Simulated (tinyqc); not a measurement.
Schottky emission and Poole-Frenkel conduction in an insulator, and how to tell them apart: one step of the calculation.

Schottky emission (electrode-limited): J = As T^2 exp[-(pb - b sqrt(F))/Vt], b = sqrt(q/(4 pi eps0 ei)). Poole-Frenkel emission (bulk-limited): J = s0 F exp[-(pt - 2 b sqrt(F))/Vt]. F in V/cm.

Problem. Both currents at one field. Lowerings b sqrt(F) and 2 b sqrt(F); the image-force maximum lies at sqrt(q/(16 pi eps0 ei F)) from the electrode.

Parameters, values chosen for the exercise; dielectric values close to those of silicon nitride: temperature T = 300 K; high-frequency relative permittivity ei = 4.21; trap depth pt = 1.37 eV; Poole-Frenkel prefactor s0 = 1.9 S/cm; electrode barrier pb = 1.18 eV; Richardson constant As = 54 A/(cm^2 K^2); field F = 2 MV/cm.

Constants: q = 1.602176634e-19 C, kB = 1.380649e-23 J/K, Vt = kB T/q, eps0 = 8.8541878128e-14 F/cm where lengths are in cm. Results are converted to the units shown.

Wanted: Schottky lowering; position of the barrier top; Poole-Frenkel lowering; J, Schottky; J, Poole-Frenkel.

Solution.

Schottky lowering = 261.5 meV
position of the barrier top = 0.6539 nm
Poole-Frenkel lowering = 523.1 meV
J, Schottky = 1.808e-9 A/cm^2
J, Poole-Frenkel = 2.251e-8 A/cm^2

Injection and bulk transport act in series, so the smaller capacity limits the current: here the electrode, by a factor of 12.4.

Range of the model: At the field F a Fowler-Nordheim estimate for tunnelling through pb (mass 0.4 m0) gives 1.2e-5 A/cm^2, more than Schottky emission.

Program tinyqc, `OMP_NUM_THREADS=1 python tinyqc.py 2370029 2370030 out.jsonl`; Intel Xeon 2.30GHz, shared host, one thread, about 0.01 s.
